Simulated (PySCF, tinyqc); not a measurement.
CID on RHF in the sto-6g basis, for H2, spin multiplicity 1, step by step. The lowest restricted solution is unstable here: a spin-polarised one lies 0.0000 hartree lower (PySCF). Computed by tinyqc, a small Python program that keeps every step (integrals from PySCF). Settings: charge = 0, multiplicity = 1, basis = sto-6g, method = RHF, energy threshold = 1e-10, iteration cap = 70, orthogonalisation = symmetric, start = core, DIIS depth = 6, ci = CID. Command: `OMP_NUM_THREADS=1 python tinyqc.py 21289 21290 out.jsonl` (the two numbers bound the seeds that draw the settings). One thread of a shared host (Intel(R) Xeon(R) Processor @ 2.60GHz), about 0.06 s of CPU time with the checks. The early iterations of the SCF are left out here.

## One-electron integrals

Geometry (angstrom):
```
atom         x         y         z
H     0.000000  0.000000  0.000000
H     0.000000  0.000000  1.153000
```

Basis sto-6g: exponents (1/bohr^2) and contraction coefficients of normalised primitives:
```
element  l (shell)   exponent  coefficient
H            s (1)  35.523221     0.009164
H            s (1)   6.513144     0.049361
H            s (1)   1.822143     0.168538
H            s (1)   0.625955     0.370563
H            s (1)   0.243077     0.416492
H            s (1)   0.100112     0.130334
```

Overlap, kinetic and nuclear-attraction integrals over the contracted functions; the nuclear repulsion is the sum of Za Zb / Rab.

nuclear repulsion = 0.45895682 hartree

overlap S:
```
          1H 1s     2H 1s
1H 1s  1.000000  0.411568
2H 1s  0.411568  1.000000
```

kinetic energy T (hartree):
```
          1H 1s     2H 1s
1H 1s  0.768522  0.065404
2H 1s  0.065404  0.768522
```

nuclear attraction V (hartree):
```
           1H 1s      2H 1s
1H 1s  -1.690872  -0.615825
2H 1s  -0.615825  -1.690872
```

core Hamiltonian H = T + V (hartree):
```
           1H 1s      2H 1s
1H 1s  -0.922349  -0.550421
2H 1s  -0.550421  -0.922349
```

## Two-electron integrals

Functions are numbered as in S; the eight-fold symmetry (ij|kl) = (ji|kl) = (kl|ij) leaves the list below.

Two-electron integrals (ij|kl) in chemists' order, unique and non-zero (hartree):
```
(11|11) 0.774999   (21|11) 0.244679   (21|21) 0.104371   (22|11) 0.431120
(22|21) 0.244679   (22|22) 0.774999
```

## Orthogonalisation

S = U s U^T; symmetric (Loewdin) form X = U s^(-1/2) U^T, so that X^T S X = 1.

eigenvalues of S: 0.588432  1.411568

X:
```
           1H 1s      2H 1s
1H 1s   1.072653  -0.230970
2H 1s  -0.230970   1.072653
```

## Iteration 2 (converged): orbitals

converged F (hartree):
```
           1H 1s      2H 1s
1H 1s  -0.206045  -0.418883
2H 1s  -0.418883  -0.206045
```

Diagonalise F' = X^T F X, C = X C', fill 1 alpha and 1 beta electrons from the bottom; D = 2 C_occ C_occ^T. Each column has its largest component positive (the first on a tie).

F' = X^T F X (hartree):
```
           1          2
1  -0.040507  -0.402211
2  -0.402211  -0.040507
```

orbital energies (hartree): MO1 -0.442719, MO2 0.361704

coefficients C:
```
            MO1        MO2
1H 1s  0.595160   0.921801
2H 1s  0.595160  -0.921801
```

D after iteration 2:
```
          1H 1s     2H 1s
1H 1s  0.708432  0.708432
2H 1s  0.708432  0.708432
```

## Convergence

Stop when the energy changes by less than 1e-10 hartree and every element of the error matrix X^T (F D S - S D F) X is below 3e-06.

Course of the cycle:
```
iteration  E (hartree)    change  largest element of the error matrix
1          -1.02711942         -                             1.22e-16
2          -1.02711942  0.000000                             1.22e-16
```

PySCF RHF in the same basis = -1.02711942 hartree

Converged in 2 iterations.

## Integrals over molecular orbitals

(pq|rs) = sum C_ip C_jq C_kr C_ls (ij|kl), one index at a time.

one-electron integrals over orbitals h = C^T H C (hartree):
```
           1          2
1  -1.043358   0.000000
2   0.000000  -0.632067
```

Two-electron integrals over orbitals (pq|rs), unique and non-zero (hartree):
```
(11|11) 0.600639   (21|21) 0.207003   (22|11) 0.600387   (22|22) 0.629808
```

## CID: determinants and Hamiltonian

Hartree-Fock energy = -1.02711942 hartree

Slater-Condon rules over spin orbitals, with the nuclear repulsion added and E(HF) subtracted on the diagonal.

Occupation strings over the orbitals (2 doubly, a alpha, b beta, 0 empty; spin orbitals ordered 1a 1b 2a 2b ...): 20 02

H - E(HF) between determinants (hartree):
```
          20        02
20  0.000000  0.207003
02  0.207003  0.851751
```

## CID: roots

Diagonalise (each vector has its largest component positive (the first on a tie)); all determinants have Ms = 0, so triplets appear too. The lowest singlet root is the correlation energy.

lowest roots of this matrix, relative to E(HF) (hartree): -0.047644  0.899394

lowest vectors:
```
       root 1    root 2
20   0.974521  0.224294
02  -0.224294  0.974521
```

<S^2> of these roots: 0.000000  0.000000

weight of the ground state by excitation level 0, 1, 2, ...: 0.949692  0.000000  0.050308
